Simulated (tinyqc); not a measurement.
Worked calculation: Hueckel theory of the pi electrons, for the molecule BC1=C(N)C(=C)C=C1 (SMILES; centres numbered as the heavy atoms are written). One step of it, computed by the program tinyqc.

Question. Energy, charges, bond orders. E = sum n x; q_r = z_r - P_rr; bond order p = P_rs; free valence = sqrt(3) - sum of p over the bonds of the atom.

x values: 2.331343  1.611528  1.064753  0.487379  -0.277991  -0.939706  -1.810455  -1.966852

occupations: 2.000000  2.000000  2.000000  2.000000  0.000000  0.000000  0.000000  0.000000

charge and bond-order matrix P:
```
           1B         2C         3C         4N         5C         6C         7C         8C
1B   0.149093   0.406878   0.229284  -0.126853  -0.063064  -0.062276  -0.159464   0.091980
2C   0.406878   1.189296   0.673738  -0.191006  -0.079314  -0.179056  -0.186498   0.484848
3C   0.229284   0.673738   0.896856   0.351100   0.431409   0.295577  -0.275828  -0.100179
4N  -0.126853  -0.191006   0.351100   1.877235  -0.066646  -0.202072   0.096129  -0.009823
5C  -0.063064  -0.079314   0.431409  -0.066646   1.049237   0.772122   0.440824  -0.079080
6C  -0.062276  -0.179056   0.295577  -0.202072   0.772122   0.653684   0.099976  -0.331298
7C  -0.159464  -0.186498  -0.275828   0.096129   0.440824   0.099976   1.146008   0.792987
8C   0.091980   0.484848  -0.100179  -0.009823  -0.079080  -0.331298   0.792987   1.038591
```

Centres:
```
centre  z_r, pi electrons of the neutral centre          h
1B                                            0  -1.000000
2C                                            1   0.000000
3C                                            1   0.000000
4N                                            2   1.500000
5C                                            1   0.000000
6C                                            1   0.000000
7C                                            1   0.000000
8C                                            1   0.000000
```

Bonds:
```
i  j         k
1  2  0.700000
2  3         1
3  4  0.800000
3  5         1
5  6         1
5  7         1
7  8         1
8  2         1
```

Give: pi energy = 8 alpha + this times beta; pi charges; Bond orders and lengths from R = 1.517 - 0.180 p; free valence of the carbons; gap between the highest filled and the next level.

Answer.

pi energy = 8 alpha + this times beta = 10.990

pi charges: 1B -0.149, 2C -0.189, 3C 0.103, 4N 0.123, 5C -0.049, 6C 0.346, 7C -0.146, 8C -0.039

Bond orders and lengths from R = 1.517 - 0.180 p (angstrom, C-C alone):
```
bond      p      R
1-2   0.407      -
2-3   0.674  1.396
3-4   0.351      -
3-5   0.431  1.439
5-6   0.772  1.378
5-7   0.441  1.438
7-8   0.793  1.374
8-2   0.485  1.430
```

free valence of the carbons: 2C 0.167, 3C 0.276, 5C 0.088, 6C 0.960, 7C 0.498, 8C 0.454

gap between the highest filled and the next level = 0.765 |beta|
